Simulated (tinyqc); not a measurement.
Read current of a NAND string, cells in series solved by shooting: one step of the calculation.

Cells in series, numbered from 0 at the source line (0 V) to the bit line, each followed by a gap resistance Rg. A cell with gate Vg, threshold VT, source Vs and drain Vd passes I = 2 nf K Vt^2 [F(Vs) - F(Vd)]/(1 + th max(Vg - VT, 0)), F(V) = ln^2(1 + exp((Vg - VT - nf V)/(2 nf Vt))). The selected cell has Vg = Vr, the others Vg = Vp.

Question. Node voltages for a trial current. For a trial current I start at 0 V and, cell by cell (the selected one is cell 1), solve for the drain: sqrt(F(Vd)) = sqrt(F(Vs) - I/k), k = 2 nf K Vt^2/(1 + th max(Vg - VT, 0)), Vd = [Vg - VT - 2 nf Vt ln(exp(sqrt F) - 1)]/nf, then add I Rg.

Parameters, values chosen for the exercise; values of the order met in vertical NAND strings:
```
symbol  value    unit                                 meaning
T         300       K                             temperature
K         6.1  uA/V^2                   gain factor of a cell
nf        1.7                                    slope factor
th       0.19     1/V               mobility reduction factor
Rg        6.1    kohm     resistance of the gap between cells
Vbl       0.3       V                        bit-line voltage
Vp        6.4       V                            pass voltage
Vr       2.38       V  read voltage on the selected word line
```

Constants: q = 1.602176634e-19 C, kB = 1.380649e-23 J/K, Vt = kB T/q. Results are converted to the units shown.

second trial current = 0.52 uA
thresholds from the source end, cell 0 to 4 (V): [4.4, 0.4, -2.3, 4.4, -2.3]

Wanted: node voltage after each cell and gap, trial 2.

Answer.

node voltage after each cell and gap, trial 2, cell 0 to 4 (V): [0.06354, 0.1313, 0.1612, 0.2350, 0.2655]

Program tinyqc, `OMP_NUM_THREADS=1 python tinyqc.py 2142136 2142137 out.jsonl`; Intel Xeon 2.30GHz, shared host, one thread, about 0.4 s.
